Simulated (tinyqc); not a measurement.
Reset of a mushroom phase-change cell, hemispherical electro-thermal model: amorphous thickness against current.

Current spreads from a hemispherical contact of radius r0 into a large dome with constant rho and ka: j = I/(2 pi r^2). With s = r0/r the steady rise is T - T0 = c (b s - s^2), c = I^2 rho/(8 pi^2 ka r0^2). The heat lost through the heater, (T(r0) - T0)/Rh, fixes b = (2 + g)/(1 + g), g = 1/(2 pi ka r0 Rh).

The peak lies at s = b/2 with the rise c b^2/4; melting starts at the current where that equals Tm - T0, and the molten shell spans the roots of s^2 - b s + (Tm - T0)/c = 0 (s at most 1). Electrical resistance rho/(2 pi r0).

Values chosen for this exercise; values of the order of Ge-Sb-Te and related chalcogenides:
```
symbol,value,unit,meaning
T0,300,K,ambient temperature
Tm,882,K,melting point
r0,19,nm,radius of the heater contact
rho,4.2,mohm cm,resistivity of the hot chalcogenide
ka,1.22,W/(m K),its thermal conductivity
Rh,40,K/uW,thermal resistance of the path through the heater
```

Amorphous thickness against current:
```
I (uA)  peak T (K)  T at the contact (K)  thickness of the melt (nm)  power (uW)
756          892.9                 889.2                       4.713       201.1
778          927.9                 924.0                       9.097       212.9
808          977.2                 973.0                       13.80       229.7
852           1053                  1048                       20.17       255.4
911           1161                  1156                       28.59       292.0
984           1304                  1298                       39.33       340.6
1080          1510                  1502                       54.33       410.4
1190          1769                  1760                       72.96       498.2
```

The thickness rises from 4.71 to 73.0 nm; it opens as the square root of I - Im just above the melting current of 749 uA. The contact itself melts from I = 756 uA on among the rows. For I = 1190 the peak exceeds 1600 K, where the material would degrade.

Range of the model: Constant properties, no latent heat, thermoelectric terms, boundary resistance or heating in the heater itself.

Computed by the program tinyqc: `OMP_NUM_THREADS=1 python tinyqc.py 2490005 2490006 out.jsonl`, one thread of a shared Intel Xeon 2.30GHz, about 0.01 s for the whole run.
